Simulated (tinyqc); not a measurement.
Inside a calculation. Method: bound state in one dimension: Numerov shooting, finite differences, DVR. Computed by tinyqc, a small Python program that keeps every step. Settings: points = 64. Command: `OMP_NUM_THREADS=1 python tinyqc.py 26226 26227 out.jsonl` (the two numbers bound the seeds that draw the settings). One thread of a shared host (Intel(R) Xeon(R) Processor @ 2.60GHz), about 0.01 s of CPU time with the checks.

## Numerov steps at E = -9.07

One particle of mass 1 in V = -9.26 exp(-x^2/2.03^2) (atomic units), psi = 0 at both ends:
```
parameter                value
left end                    -7
right end                    7
intervals                   64
h                     0.218750
state sought (nodes)         2
```

k_i = 2 m (E - V_i); (1 + h^2 k_(i+1)/12) y_(i+1) = 2 (1 - 5 h^2 k_i/12) y_i - (1 + h^2 k_(i-1)/12) y_(i-1), from y_0 = 0, y_1 = 0.001.

Points along the way:
```
i         x          V         k             y
0   -7.0000  -6.35e-05  -18.1399        0.0000
1   -6.7812  -1.32e-04  -18.1397        0.0010
2   -6.5625  -2.68e-04  -18.1395        0.0029
3   -6.3438    -0.0005  -18.1389        0.0076
4   -6.1250    -0.0010  -18.1379        0.0194
5   -5.9062    -0.0020  -18.1361        0.0494
21  -2.4062    -2.2720  -13.5960   108972.0149
22  -2.1875    -2.8994  -12.3412   244738.7337
23  -1.9688    -3.6152  -10.9097   529907.0857
24  -1.7500    -4.4041   -9.3318  1098526.6170
25  -1.5312    -5.2421   -7.6558  2165074.9139
26  -1.3125    -6.0963   -5.9475  4029021.8287
```

## Bisection on the node count

With more sign changes than the state has nodes (the last point included) the energy is too high, else too low; the bracket starts as -9.07 to -0.05.

Trials:
```
trial          E  sign changes  y at the right end   next
1      -4.560000             3           -1.69e+08  lower
2      -6.815000             1           -3.63e+13  raise
3      -5.687500             2            4.12e+11  raise
4      -5.123750             2            3.74e+10  raise
5      -4.841875             2            6.33e+09  raise
6      -4.700938             2            1.65e+09  raise
7      -4.630469             2            5.03e+08  raise
8      -4.595234             2            1.19e+08  raise
9      -4.577617             3           -3.58e+07  lower
10     -4.586426             2            3.86e+07  raise
11     -4.582021             2            6.83e+05  raise
12     -4.579819             3           -1.78e+07  lower
13     -4.580920             3           -8.58e+06  lower
14     -4.581471             3           -3.96e+06  lower
...          ...           ...                 ...    ...
28     -4.581941             3           -2.95e+01  lower
29     -4.581941             2            1.12e+02  raise
30     -4.581941             2            4.15e+01  raise
```

eigenvalue = -4.581941 hartree

## The same grid by other methods

Three-point finite differences and the sine-DVR kinetic matrix of Colbert and Miller on the same points.

Lowest levels (hartree):
```
state  finite differences      DVR
0                 -8.2516  -8.2457
1                 -6.3391  -6.3135
2                 -4.6371  -4.5808
3                 -3.1515  -3.0640
4                 -1.8953  -1.7866
```
